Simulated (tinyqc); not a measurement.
# Capacitance measurement on a leaky thin oxide: effects of series resistance and leakage: what changes with what

The device is a capacitance C in parallel with a leakage conductance G, in series with Rs and Ls. An impedance meter reports either a parallel pair (Cp, Gp) from Y = 1/Z = Gp + i w Cp or a series pair (Cs, Rm) from Z = Rm + 1/(i w Cs); w = 2 pi f, dissipation D = Gp/(w |Cp|).

Parameters, values chosen for the exercise; values of the order met in thin-oxide MOS capacitors: relative permittivity of the gate insulator (close to silicon dioxide) eox = 3.9; insulator thickness tox = 3.5 nm; gate area A = 2500 um^2; oxide-equivalent thickness added by the accumulation layer zc = 0.46 nm; oxide-equivalent thickness added by gate depletion zp = 0 nm; gate leakage current density, not matched to the thickness Jg = 0.093 A/cm^2; voltage for an e-fold rise of the leakage Vs = 0.29 V; series resistance Rs = 22 ohm; series inductance Ls = 0 nH; measuring frequency f = 10000 Hz.

Constants: eps0 = 8.8541878128e-14 F/cm where lengths are in cm. Results are converted to the units shown.

Each table varies one quantity; the others keep the values above.

## Readings against frequency

EOT = 3.9 tox/eox; CET = EOT + zc + zp; C = 3.9 eps0 A/CET; G = Jg A/Vs. Z = Rs + i w Ls + 1/(G + i w C); CET read from Cp = 3.9 eps0 A/Cp; errors under 0.001 % are printed as 0.

The same in every row: C (pF) = 21.80.

Results:

| f (Hz) | Cp (pF) | Cs (pF) | D | error of Cp (%) | error of Cs (%) | CET read from Cp (nm) |
|---|---|---|---|---|---|---|
| 1000 | 21.79 | 7.471e4 | 58.54 | -0.0353 | 3.43e5 | 3.961 |
| 3000 | 21.79 | 8320 | 19.51 | -0.0353 | 3.81e4 | 3.961 |
| 10000 | 21.79 | 768.6 | 5.854 | -0.0353 | 3430 | 3.961 |
| 1e5 | 21.79 | 29.27 | 0.5857 | -0.0353 | 34.3 | 3.961 |
| 3e5 | 21.79 | 22.63 | 0.1960 | -0.0353 | 3.81 | 3.961 |
| 1e6 | 21.79 | 21.87 | 0.06155 | -0.0362 | 0.343 | 3.961 |
| 3e6 | 21.79 | 21.81 | 0.02855 | -0.0434 | 0.0381 | 3.962 |
| 1e7 | 21.77 | 21.80 | 0.03599 | -0.126 | 3.43e-3 | 3.965 |
| 3e7 | 21.62 | 21.80 | 0.09235 | -0.845 | 0 | 3.994 |

Estimate the missing row, f = 30000 Hz.

Computed row:

| f (Hz) | Cp (pF) | Cs (pF) | D | error of Cp (%) | error of Cs (%) | CET read from Cp (nm) |
|---|---|---|---|---|---|---|
| 30000 | 21.79 | 104.8 | 1.951 | -0.0353 | 381 | 3.961 |

With this row back in the table: D goes from 58.5 through a minimum of 0.0286 (at f = 3e6 Hz among the rows listed) to 0.0924; without inductance its minimum lies at f = sqrt(G (1 + G Rs)/Rs)/(2 pi C) = 4.41e6 Hz. The error of Cp goes from -0.0353 to -0.845 % and that of Cs from 3.43e5 to 0 %; at low frequency Cp tends to C/(1 + G Rs)^2 and Cs grows as 1 + (G/(w C))^2. One of the two readings is within 2 % of C for f = 1000, 3000, 10000, 30000, 1e5, 3e5, 1e6, 3e6, 1e7, 3e7 Hz. For f = 1000, 3000, 10000, 30000 D exceeds 1, where the accuracy of real meters degrades in proportion to sqrt(1 + D^2).

## Effect of the gate area

Same model as above.

Rs is held fixed.

Effect of the gate area:

| A (um^2) | C (pF) | Cp (pF) | Cs (pF) | D | error of Cp (%) | error of Cs (%) | CET read from Cp (nm) |
|---|---|---|---|---|---|---|---|
| 20 | 0.1744 | 0.1744 | 6.149 | 5.853 | 0 | 3430 | 3.960 |
| 70 | 0.6104 | 0.6104 | 21.52 | 5.853 | 0 | 3430 | 3.960 |
| 200 | 1.744 | 1.744 | 61.49 | 5.853 | -2.82e-3 | 3430 | 3.960 |
| 600 | 5.232 | 5.232 | 184.5 | 5.853 | -8.47e-3 | 3430 | 3.960 |
| 2000 | 17.44 | 17.44 | 614.9 | 5.854 | -0.0282 | 3430 | 3.961 |
| 5000 | 43.60 | 43.57 | 1537 | 5.855 | -0.0705 | 3430 | 3.963 |
| 10000 | 87.20 | 87.08 | 3075 | 5.857 | -0.141 | 3430 | 3.966 |
| 40000 | 348.8 | 346.8 | 1.230e4 | 5.870 | -0.562 | 3430 | 3.982 |

What does the table show?

As A goes from 20 to 40000, the error of Cp goes from 0 to -0.562 %, that of Cs from 3430 to 3430 %, and D stays near 5.86. The CET read from Cp goes from 3.96 to 3.98 nm against the true 3.96 nm. G/(w C) does not depend on the area, while G Rs and w C Rs grow with it. In every row D exceeds 1, where the accuracy of real meters degrades in proportion to sqrt(1 + D^2).

Numbers from tinyqc (`OMP_NUM_THREADS=1 python tinyqc.py 2022126 2022127 out.jsonl`; about 0.01 s on one thread of a shared Intel Xeon 2.30GHz).
